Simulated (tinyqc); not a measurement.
# Worked calculation: octagonal on-chip spiral inductor, lumped pi model

tinyqc, about 0.01 s, one thread, Intel Xeon 2.30GHz (shared host): `OMP_NUM_THREADS=1 python tinyqc.py 2302015 2302016 out.jsonl` Printed values are rounded.

Outer diameter do = di + 2 n wd + 2 (n - 1) sp, mean da = (do + di)/2, fill p = (do - di)/(do + di), length l = 3.314 n da. L = 2.25 mu0 n^2 da/(1 + 3.55 p), mu0 = 4 pi 1e-7 H/m. Rs = rho l/(wd delta (1 - exp(-th/delta))), delta = sqrt(rho/(pi f mu0)). Cs = n wd^2 eps0 eo/hu across the coil. At each end Cox = l wd eps0 eo/(2 ho) leads to the substrate branch Rsi = 2 rs he/(l wd) in parallel with Csi = l wd eps0 11.7/(2 he). With one end grounded Y = 1/(Rs + i w L) + i w Cs + 1/[1/(i w Cox) + 1/(1/Rsi + i w Csi)], w = 2 pi f; Q = -Im Y/Re Y. Eddy currents in neighbouring turns and in the substrate are left out.

Values chosen for this exercise; values of the order met in silicon radio-frequency processes: number of turns n = 5.5; line width wd = 4 um; space between turns sp = 2 um; inner diameter di = 100 um; metal thickness th = 3.4 um; metal resistivity rho = 1.9 uohm cm; oxide below the coil ho = 7.1 um; oxide between coil and underpass hu = 1.1 um; relative permittivity of the oxide eo = 3.9; substrate resistivity rs = 1000 ohm cm; effective spreading depth in the substrate he = 50 um; frequency f = 1.7 GHz.

Constants: eps0 = 8.8541878128e-12 F/m. Results are converted to the units shown.

## Geometry and model elements

do, l, L, delta, Rs, Cs, Cox, Rsi and Csi as defined.

do = 162 um
l = 2387.74 um
L = 6.08910 nH
delta = 1.68257 um
Rs = 7.77084 ohm
Cs = 2.76251 fF
Cox = 23.2258 fF
Rsi = 1.04702e5 ohm
Csi = 9.89421 fF

Rs is 2.33 times the direct-current value in this empirical form, which overstates the skin effect of a flat slab when delta is near th and so stands in for some current crowding.

## Admittance, quality factor and apparent inductance

Series branch 1/(Rs + i w L), substrate branch, total Y, Q = -Im Y/Re Y, apparent inductance Im(1/Y)/w, metal-only value w L/Rs, share of the loss in the substrate Re(substrate branch)/Re Y.

series branch = 1.8111-15.1587i mS
substrate branch = 0.0046934+0.0742390i mS
Y = 1.8158-15.0550i mS
Q = 8.29101
apparent inductance = 6.12942 nH
w L/Rs = 8.36978
share of the loss in the substrate = 0.258475 %

Q is 99.1 % of the metal-only value.
